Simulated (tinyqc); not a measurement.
Circular transfer-length structure: one step of the calculation.

A disc contact of radius r0 and a very wide ring contact from r1 = r0 + sp outwards lie on a thin layer; the metal has no resistance and the sheet resistance under the contacts equals Rsh.

Problem. The three parts of the resistance. Transfer length Lt = sqrt(rc/Rsh). R = (Rsh/2 pi) [(Lt/r0) I0(r0/Lt)/I1(r0/Lt) + ln(r1/r0) + (Lt/r1) K0(r1/Lt)/K1(r1/Lt)] with modified Bessel functions; for r0 >> Lt both ratios tend to 1.

Parameters, values chosen for the exercise: sheet resistance of the semiconductor layer Rsh = 150 ohm/sq; specific contact resistivity rc = 2.1e-7 ohm cm^2; radius of the inner contact r0 = 3.3 um; gap between the contacts sp = 1.4 um.

Give: Lt; I0/I1; K0/K1; inner contact; gap; outer contact; R.

Solution.

Lt = 0.37417 um
I0/I1 = 1.0622
K0/K1 = 0.96240
inner contact = 2.8751 ohm
gap = 8.4425 ohm
outer contact = 1.8291 ohm
R = 13.147 ohm

The contacts make up 35.8 % of R.

Numbers from tinyqc (`OMP_NUM_THREADS=1 python tinyqc.py 2760081 2760082 out.jsonl`; about 0.01 s on one thread of a shared Intel Xeon 2.30GHz).
